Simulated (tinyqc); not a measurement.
## Undoped symmetric double-gate MOSFET, analytic potential model: transfer curve and volume inversion

An undoped body of thickness ts between two equal insulators and tied gates; long channel, electrons only, n = ni exp((psi - V)/Vt) with V the quasi-Fermi potential (0 at the source, Vd at the drain), constant mobility, no quantisation. Across the body psi(x) = V - 2 Vt ln[(ts/(2 beta)) sqrt(q ni/(2 eps0 eps_r Vt)) cos(2 beta x/ts)], x from the centre. Q is the electron charge per area of the whole body.

ni = sqrt(Nc Nv) exp(-Eg/(2 Vt)), Eg in volts; r = eps_r tox/(eox ts); V0 = dphi + 2 Vt ln[(2/ts) sqrt(2 eps0 eps_r Vt/(q ni))]. beta (between 0 and pi/2) solves (Vg - V0 - V)/(2 Vt) = ln(beta) - ln(cos beta) + 2 r beta tan(beta). Q = 8 eps0 eps_r Vt beta tan(beta)/ts; I = mu (1/L)(4 eps0 eps_r/ts)(2 Vt)^2 [g(beta_s) - g(beta_d)] per width, g = beta tan(beta) - beta^2/2 + r beta^2 tan^2(beta), with beta_s at V = 0 and beta_d at V = Vd. The drop is psi(surface) - psi(centre) at the source end; C = dQs/dVg, Cg = 2 eps0 eox/tox; gm = dI/dVg.

Parameters, values chosen for the exercise; material values close to those of silicon: temperature T = 350 K; band gap Eg = 1.12 eV; relative permittivity of the semiconductor eps_r = 11.7; conduction-band density of states at T Nc = 3.49e19 cm^-3; valence-band density of states at T Nv = 3.39e19 cm^-3; relative permittivity of the gate insulator eox = 22.6; insulator thickness tox = 13 nm; body thickness ts = 12 nm; gate work function less that of the intrinsic body dphi = -0.12 V; channel mobility mu = 390 cm^2/(V s); gate length L = 0.1 um; drain voltage Vd = 1 V.

Constants: q = 1.602176634e-19 C, kB = 1.380649e-23 J/K, Vt = kB T/q, eps0 = 8.8541878128e-14 F/cm where lengths are in cm. Results are converted to the units shown.

Transfer curve and volume inversion:
```
Vg (V)	Qs (nC/cm^2)	drop (mV)	C/Cg	I (uA/um)	gm/I (1/V)
0.04	0.01150	0.001665	1.238e-4	0.001352	33.15
0.19	1.624	0.2349	0.01711	0.1932	32.78
0.34	80.00	10.88	0.4138	14.55	21.44
0.49	349.5	39.37	0.6989	134.0	10.18
0.64	700.1	64.77	0.8060	438.6	6.225
0.79	1086	84.64	0.8604	959.8	4.413
0.94	1491	100.4	0.8924	1713	3.395
1.09	1909	113.3	0.9130	2707	2.750
1.24	2334	124.1	0.9273	3947	2.298
```

The current rises from 0.00135 to 3950 uA/um. In the first row gm/I is 33.2 1/V, within 0.01 % of 1/Vt: with no depletion charge the whole body follows the gate, and the swing is ideal. The drop between surface and centre goes from 0.0017 to 124 mV and passes Vt at Vg = 0.49 V among the rows; below that the density varies across the body by less than a factor of e (volume inversion). C reaches 0.93 of Cg in the last row. For Vg = 0.64 to 1.24 V the surface density at the source passes 0.3 Nc, where Boltzmann statistics fail. For Vg = 0.49 to 1.24 V mu V/L, with V the smaller of Vd and Vg - V0, passes 3e6 cm/s, so velocity saturation would lower the current.

Numbers from tinyqc (`OMP_NUM_THREADS=1 python tinyqc.py 2440142 2440143 out.jsonl`; about 0.02 s on one thread of a shared Intel Xeon 2.30GHz).
